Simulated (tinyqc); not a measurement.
# Hot electrons in a saturated n-channel MOSFET, lucky-electron model: effects of single changes

Beyond pinch-off the lateral field grows as Esat cosh(y/l) over the velocity-saturated region (pseudo-two-dimensional model). Impact ionisation in this region gives the substrate current, which biases the body forward through Rsub. Currents are per width. Local-field laws: they overstate ionisation when the field peak is narrower than an energy relaxation length.

Inputs (values chosen for the exercise); values close to those of silicon n-channel devices:

| symbol | value | unit | meaning |
|---|---|---|---|
| L | 0.8 | um | channel length |
| tox | 19 | nm | oxide thickness |
| xj | 330 | nm | junction depth |
| VT | 0.42 | V | threshold |
| mu | 390 | cm^2/(V s) | effective mobility |
| vs | 8.4e6 | cm/s | saturation velocity |
| Ai | 2e6 | 1/cm | ionisation prefactor |
| Bi | 1.85 | MV/cm | ionisation field |
| Rd | 0 | ohm um | resistance of the lightly doped drain |
| Rsub | 2600 | ohm um | substrate resistance |
| kb | 0.45 |  | fall of VT per volt of forward body bias |
| m | 2.9 |  | lifetime exponent |
| Hl | 21000 | s uA/um | lifetime constant |
| Vd | 3.9 | V | drain voltage |
| Vg | 2.5 | V | gate voltage |

Constants: eps0 = 8.8541878128e-14 F/cm where lengths are in cm. Results are converted to the units shown.

Each table varies one quantity; the others keep the values above.

## Effect of the resistance of the lightly doped drain

Cox = 3.9 eps0/tox, l = sqrt(3 tox xj), Esat = 2 vs/mu. Overdrive g = Vg - VT + kb Vb; Vdsat = g Esat L/(g + Esat L); Id = Cox vs (g - Vdsat); dV = Vd - Id Rd - Vdsat; Em = sqrt((dV/l)^2 + Esat^2); Isub = Id (Ai/Bi) l Em exp(-Bi/Em). Vb = Rsub Isub is solved self-consistently. Lifetime tau = (Hl/Id)(Isub/Id)^(-m); 1 year = 3.15576e7 s.

Effect of the resistance of the lightly doped drain:
```
Rd (ohm um)	Id (uA/um)	Em (MV/cm)	Isub (uA/um)	Isub/Id	tau (years)
0	119.5	0.1946	0.02566	2.147e-4	2.418e5
150	119.5	0.1933	0.02394	2.003e-4	2.956e5
300	119.5	0.1921	0.02232	1.868e-4	3.622e5
500	119.5	0.1904	0.02030	1.699e-4	4.769e5
800	119.5	0.1878	0.01756	1.469e-4	7.265e5
1200	119.5	0.1844	0.01439	1.204e-4	1.295e6
1600	119.5	0.1810	0.01170	9.793e-5	2.355e6
```

As Rd goes from 0 to 1600 ohm um, Em falls from 0.195 to 0.181 MV/cm, Isub falls from 0.0257 to 0.0117 uA/um and tau rises from 2.42e5 to 2.36e6 years. From the first row to the last, log10(tau) changes by 0.99: 0.99 from (Isub/Id)^(-m), which holds Em and l, and under 0.005 from 1/Id. The price is 0.191 V dropped over Rd in the last row. In every row tau is a far extrapolation that only says that hot carriers are no limit.

## Effect of the junction depth

Same model as above.

Results:
```
xj (nm)	Id (uA/um)	Em (MV/cm)	Isub (uA/um)	Isub/Id	tau (years)
130	119.61	0.30539	0.79520	0.0066484	11.468
180	119.55	0.26054	0.28128	0.0023528	233.33
240	119.53	0.22667	0.097773	8.1797e-4	4996.9
450	119.52	0.16813	0.0057931	4.8469e-5	1.8106e7
610	119.52	0.14609	0.0011135	9.3163e-6	2.1620e9
820	119.52	0.12787	1.8605e-4	1.5567e-6	3.8752e11
```

Estimate the missing row, xj = 330 nm.

Computed row:
```
xj (nm)	Id (uA/um)	Em (MV/cm)	Isub (uA/um)	Isub/Id	tau (years)
330	119.52	0.19461	0.025658	2.1467e-4	2.4184e5
```

With this row back in the table: As xj goes from 130 to 820 nm, Em falls from 0.305 to 0.128 MV/cm, Isub falls from 0.795 to 1.86e-4 uA/um and tau rises from 11.5 to 3.88e11 years. From the first row to the last, log10(tau) changes by 11: 11 from (Isub/Id)^(-m), which holds Em and l, and under 0.005 from 1/Id. For xj = 240 to 820 nm tau is a far extrapolation that only says that hot carriers are no limit.

## Effect of the drain voltage

Same model as above.

Result of one run:
```
Vd (V)	Id (uA/um)	Em (MV/cm)	Isub (uA/um)	Isub/Id	tau (years)
3.26	119.52	0.14946	0.0011155	9.3334e-6	2.1506e9
```

What becomes of these results when the drain voltage Vd is changed from 3.26 to 2.4 V, all else the same?

Result of the changed run:
```
Vd (V)	Id (uA/um)	Em (MV/cm)	Isub (uA/um)	Isub/Id	tau (years)
2.4	119.52	0.091227	2.5204e-7	2.1088e-9	8.0534e19
```

The whole series:
```
Vd (V)	Id (uA/um)	Em (MV/cm)	Isub (uA/um)	Isub/Id	tau (years)
2.4	119.52	0.091227	2.5204e-7	2.1088e-9	8.0534e19
2.69	119.52	0.11032	1.0190e-5	8.5257e-8	1.7642e15
2.97	119.52	0.12936	1.4103e-4	1.1800e-6	8.6539e11
3.26	119.52	0.14946	0.0011155	9.3334e-6	2.1506e9
3.54	119.52	0.16911	0.0053185	4.4498e-5	2.3199e7
3.83	119.52	0.18964	0.019485	1.6302e-4	5.3721e5
4.11	119.53	0.20957	0.054459	4.5562e-4	27270
4.4	119.54	0.23030	0.13249	0.0011084	2070.2
```

As Vd goes from 2.4 to 4.4 V, Em rises from 0.0912 to 0.230 MV/cm, Isub rises from 2.52e-7 to 0.132 uA/um and tau falls from 8.05e19 to 2070 years. The slope of ln(tau) against 1/Vd is 239 V between the first two rows and 161 V between the last two. In every row tau is a far extrapolation that only says that hot carriers are no limit.

Computed by the program tinyqc: `OMP_NUM_THREADS=1 python tinyqc.py 2550071 2550072 out.jsonl`, one thread of a shared Intel Xeon 2.30GHz, about 0.01 s for the whole run.
